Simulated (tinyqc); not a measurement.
MOS structure on a p-type body with a surface-enhanced doping, non-linear Poisson equation by Newton steps: one step of the calculation.

One dimension, insulator interface at x = 0, acceptor density Na + N0 exp(-x/Ls), net doping C = -(acceptor density). psi is counted from the intrinsic level: n = ni exp((psi - Vb)/Vt), p = ni exp(-psi/Vt); deep in the body psi_b = -Vt ln(Na/ni). The gate acts through Cox = eps0 eox/tox and has the potential psi_G = Vg - (phiM - chi - Vt ln(Nc/ni)). Boltzmann statistics, full ionisation, classical densities, no oxide or interface charge. Acceptors in real wide-gap material are deep and only partly ionised in the neutral body.

Question. Newton step. Solve the tridiagonal system a_(i-1) d_(i-1) + b_i d_i + a_i d_(i+1) = -F_i for nodes 0 to 14, with d = 0 on fixed nodes. If the largest |d| exceeds 4 Vt, the whole step is scaled down so that it equals 4 Vt.

Values chosen for this exercise:
- T = 300 K (temperature)

Constants: q = 1.602176634e-19 C, kB = 1.380649e-23 J/K, Vt = kB T/q. Results are converted to the units shown.

coupling a_i, interval 0 to 14 (F/cm^2): 1.0779974e-5  6.6338299e-6  4.0679146e-6  2.4997040e-6  1.5317902e-6  9.4768999e-7  5.7879053e-7  3.5636277e-7  2.1832858e-7  1.3474967e-7  8.2922874e-8  5.0729288e-8  3.1246300e-8  1.9379728e-8  1.1654026e-8

```
node	diagonal b (F/cm^2)	residual F (C/cm^2)
0	-1.2699720e-5	8.2718439e-7
1	-1.7416520e-5	-3.7084065e-10
2	-1.0704657e-5	-5.5913015e-10
3	-6.5700222e-6	-8.3507821e-10
4	-4.0327948e-6	-1.2547364e-9
5	-2.4798325e-6	-1.8912204e-9
6	-1.5265132e-6	-2.8239423e-9
7	-9.3515382e-7	-4.0166668e-9
8	-5.7469135e-7	-5.2514863e-9
9	-3.5307825e-7	-5.9584316e-9
10	-2.1767255e-7	-5.4053082e-9
11	-1.3365216e-7	-3.4249643e-9
12	-8.1975588e-8	-1.1886609e-9
13	-1.4461299e-7	-8.3326371e-9
14	-2.0139226e-6	1.2742158e-9
```

psi at the start, node 0 to 15 (V): 2.0265105  2.0198548  2.0090530  1.9914741  1.9629633  1.9166935  1.8425780  1.7230179  1.5335793  1.2369930  0.7896747  0.1504239  -0.6608552  -1.3605285  -1.4265105  -1.4265105

Give: Newton step d, before damping; psi after iteration 1.

Answer.

Newton step d, before damping, node 0 to 14 (V): 0.4113  0.4078  0.4023  0.3938  0.3808  0.3606  0.3301  0.2850  0.2231  0.1462  0.0657  0.0000  -0.0397  -0.0662  0.0000
psi after iteration 1, node 0 to 15 (V): 2.130  2.122  2.110  2.091  2.059  2.007  1.926  1.795  1.590  1.274  0.806  0.150  -0.671  -1.377  -1.427  -1.427

Numbers from tinyqc (`OMP_NUM_THREADS=1 python tinyqc.py 2080024 2080025 out.jsonl`; about 0.6 s on one thread of a shared Intel Xeon 2.30GHz).
